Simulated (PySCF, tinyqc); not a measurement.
Worked calculation: FCI on RHF in the sto-3g basis, frozen core, for BeH+, spin multiplicity 1. The lowest restricted solution is unstable here: a spin-polarised one lies 0.0220 hartree lower (PySCF). One step of it, computed by the program tinyqc.

Task: FCI: roots. Diagonalise (each vector has its largest component positive (the first on a tie)); all determinants have Ms = 0, so triplets appear too. The lowest singlet root is the correlation energy.

Occupation strings over the orbitals (2 doubly, a alpha, b beta, 0 empty; spin orbitals ordered 1a 1b 2a 2b ...): 220000 2ab000 2a000b 2ba000 2b000a 202000 20a00b 200200 200020 20b00a 200002

H - E(HF) between determinants (hartree), lower triangle:
```
           220000     2ab000     2a000b     2ba000     2b000a     202000     20a00b     200200
220000   0.000000
2ab000   0.000000   0.116288
2a000b   0.000000   0.002933   0.338627
2ba000   0.000000  -0.079978  -0.059162   0.116288
2b000a   0.000000  -0.059162  -0.110852   0.002933   0.338627
202000   0.079978   0.084185  -0.077913  -0.084185   0.077913   0.397903
20a00b   0.059162  -0.077913  -0.002019   0.000757   0.062558  -0.091844   0.479033
200200   0.047823   0.036493   0.022491  -0.036493  -0.022491   0.045989   0.004502   0.609147
200020   0.047823   0.036493   0.022491  -0.036493  -0.022491   0.045989   0.004502   0.024249
20b00a  -0.059162   0.000757   0.062558  -0.077913  -0.002019   0.091844  -0.095172  -0.004502
200002   0.110852  -0.062558  -0.018841   0.062558   0.018841   0.095172   0.001072   0.020988

           200020     20b00a    200002
200020   0.609147
20b00a  -0.004502   0.479033
200002   0.020988  -0.001072  0.702842
```

Give: lowest roots of this matrix, relative to E(HF); lowest vectors; <S^2> of these roots; weight of the ground state by excitation level 0, 1, 2, ....

Result:

lowest roots of this matrix, relative to E(HF) (hartree): -0.051  0.011  0.091  0.211  0.288  0.426  0.507  0.585

lowest vectors:
```
        root 1  root 2  root 3  root 4
220000   0.948   0.000  -0.143   0.000
2ab000   0.037   0.682   0.588  -0.091
2a000b  -0.054   0.144  -0.179   0.648
2ba000  -0.037   0.682  -0.588  -0.091
2b000a   0.054   0.144   0.179   0.648
202000  -0.220   0.000  -0.427   0.000
20a00b  -0.122   0.118   0.008  -0.267
200200  -0.047   0.000  -0.023   0.000
200020  -0.047   0.000  -0.023   0.000
20b00a   0.122   0.118  -0.008  -0.267
200002  -0.105   0.000   0.203   0.000
```

<S^2> of these roots: 0.000  2.000  0.000  2.000  0.000  2.000  0.000  0.000

weight of the ground state by excitation level 0, 1, 2, ...: 0.898  0.009  0.093

The reference has a weight of only 0.90: one determinant is a poor start here.
